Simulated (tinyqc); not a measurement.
Band-to-band tunnelling and avalanche in a reverse-biased abrupt junction: one step, computed by the program tinyqc. Command: `OMP_NUM_THREADS=1 python tinyqc.py 3030076 3030077 out.jsonl zener walk`. One thread of a shared host (Intel(R) Xeon(R) Processor @ 2.30GHz), about 0.01 s of CPU time with the checks.

Direct Kane tunnelling in the local field (for indirect gaps the mass is an effective fit) and one ionisation coefficient for both carriers. N is the doping of the light side, or N_A N_D/(N_A + N_D) for the symmetric junction; the built-in voltage is taken as E_g/e.

Problem. Junction at the given bias. E_g(T) = E_g - (T - 300 K)(-dE_g/dT); b(T) = b [1 + (rise)(T - 300 K)]; w = sqrt(2 eps eps_0 (V_R + E_g/e)/(e N)); F_m = 2 (V_R + E_g/e)/w; the field falls linearly from F_m to 0 across w.

Inputs (values chosen for the exercise, modelled on germanium):
```
quantity,value,unit
"band gap at 300 K, E_g",0.659,eV
"gap narrowing with temperature, -dE_g/dT",0.36,meV/K
permittivity eps,16,-
effective doping N,9.5e+16,1/cm^3
reverse bias V_R,0.34,V
temperature T,300,K
```

Junction: one-sided.

Constants: eps_0 = 8.8541878128e-12 F/m; e = 1.602176634e-19 C.

Give: E_g(T); depletion width w; peak field F_m; shortest tunnelling distance E_g/(e F_m).

Solution.

E_g(T) = 0.659 eV

depletion width w = 136.4 nm

peak field F_m = 0.1465 MV/cm

shortest tunnelling distance E_g/(e F_m) = 44.98 nm
